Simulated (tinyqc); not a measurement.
Inside a calculation: thin (001) film in sp3s* tight binding with raised dangling bonds. Values are carried at full precision from step to step, so a last printed digit may differ when a step is redone from the rounded ones.

sp3s* tight binding, nearest neighbours only: anion (a) at 0, cation (c) at a/4 (1,1,1), orbitals s, px, py, pz, s* on each; k in units of 2 pi/a. With phases e_j = exp(i (pi/2) k.n_j) for n = (1,1,1), (1,-1,-1), (-1,1,-1), (-1,-1,1): g0 = (e1+e2+e3+e4)/4, g1 = (e1+e2-e3-e4)/4, g2 = (e1-e2+e3-e4)/4, g3 = (e1-e2-e3+e4)/4. The diagonal holds the levels Esa, Epa, Exa (s*) and Esc, Epc, Exc. Anion-cation block: <sa|sc> = Vss g0; <sa|xc> = Vsapc g1; <xa|sc> = -Vscpa g1; <xa|xc> = Vxx g0; <xa|yc> = <ya|xc> = Vxy g3, <xa|zc> = <za|xc> = Vxy g2, <ya|zc> = <za|yc> = Vxy g1; <s*a|xc> = Vxapc g1; <xa|s*c> = -Vpaxc g1; y and z take g2 and g3 in place of g1; s-s* and s*-s* vanish.

Parameters, chosen for this exercise (out of a larger set: near a published set for Si, fitted to gaps, whose masses and valley positions are rough; not measured data): p = (-4.204, 1.716, -4.204, 1.716, 6.665, 6.665, -8.332, 1.711, 4.572, 5.707, 5.707, 5.388, 5.388) eV (order Esa, Epa, Esc, Epc, Exa, Exc, Vss, Vxx, Vxy, Vsapc, Vscpa, Vxapc, Vpaxc); N = 4 (atomic planes in the small film); dl = 10 eV (shift of the dangling hybrids).

## Bulk edges along [001]

Gap at Gamma and minimum on (0,0,kz), kz from 0.5 to 1, from the bulk Ev. States at zero in-plane momentum come from this line alone.

edges (eV): Gamma 3.4220, Delta 1.1347

kz of the minimum = 0.7324 2 pi/a

## The two blocks of the small film

Planes alternate anion (a), cation (c) along [001], a/4 apart, starting with an anion; zero in-plane momentum; levels counted from the bulk Ev, the lower root of [[Epa, Vxx], [Vxx, Epc]]; no spin-orbit coupling. Block of s, pz, s*: from an anion to the cation above, Vss/2 (s,s), Vsapc/2 (s,z), -Vscpa/2 (z,s), Vxx/2 (z,z), Vxapc/2 (s*,z), -Vpaxc/2 (z,s*); to the cation below the same with the s-z and s*-z signs reversed. Block of u = (px + py)/sqrt2 and v = (px - py)/sqrt2: to the cation above (Vxx + Vxy)/2 for u and (Vxx - Vxy)/2 for v, to the cation below the reverse. Each surface atom has two dangling sp3 hybrids; raising both by dl adds (dl/2) [[1, t], [t, 1]] to its s, pz levels (t = -1 at the bottom face, +1 at the top) and dl to the one of u, v in whose plane the missing bonds lie (v for a bottom anion or a top cation, u for a top anion).

Fill them in.

s, pz, s* block (eV):
```
        sa1     za1    *a1     sc2     zc2     *c2     sa3     za3     *a3     sc4    zc4     *c4
sa1   0.791  -5.000      0  -4.166   2.853       0       0       0       0       0      0       0
za1  -5.000   6.711      0  -2.853   0.856  -2.694       0       0       0       0      0       0
*a1       0       0  6.660       0   2.694       0       0       0       0       0      0       0
sc2  -4.166  -2.853      0  -4.209       0       0  -4.166   2.853       0       0      0       0
zc2   2.853   0.856  2.694       0   1.711       0  -2.853   0.856  -2.694       0      0       0
*c2       0  -2.694      0       0       0   6.660       0   2.694       0       0      0       0
sa3       0       0      0  -4.166  -2.853       0  -4.209       0       0  -4.166  2.853       0
za3       0       0      0   2.853   0.856   2.694       0   1.711       0  -2.853  0.856  -2.694
*a3       0       0      0       0  -2.694       0       0       0   6.660       0  2.694       0
sc4       0       0      0       0       0       0  -4.166  -2.853       0   0.791  5.000       0
zc4       0       0      0       0       0       0   2.853   0.856   2.694   5.000  6.711       0
*c4       0       0      0       0       0       0       0  -2.694       0       0      0   6.660
```

u, v block (eV):
```
       ua1     va1     uc2     vc2     ua3     va3    uc4     vc4
ua1  1.711       0   3.142       0       0       0      0       0
va1      0  11.711       0  -1.431       0       0      0       0
uc2  3.142       0   1.711       0  -1.431       0      0       0
vc2      0  -1.431       0   1.711       0   3.142      0       0
ua3      0       0  -1.431       0   1.711       0  3.142       0
va3      0       0       0   3.142       0   1.711      0  -1.431
uc4      0       0       0       0   3.142       0  1.711       0
vc4      0       0       0       0       0  -1.431      0  11.711
```

## Levels of the small film

Diagonalise both blocks.

levels of the s, pz, s* block (eV): -11.333  -8.117  -3.596  2.007  2.241  3.840  5.871  6.160  8.214  8.716  11.115  11.530

levels of the u, v block (eV): -2.226  -1.584  -0.796  4.218  4.566  5.648  11.865  11.997

No level lies between 0 and the bulk edge 1.135 eV; confinement has widened the gap at zero in-plane momentum to 2.802 eV.

## Checks

- Lowest conduction level of 201 planes, with the dangling hybrids shifted far away, against the bulk edge: both 1.135.

tinyqc: `OMP_NUM_THREADS=1 python tinyqc.py 1450302 1450303 out.jsonl`; about 0.4 s, one thread, shared Intel(R) Xeon(R) Processor @ 2.30GHz.
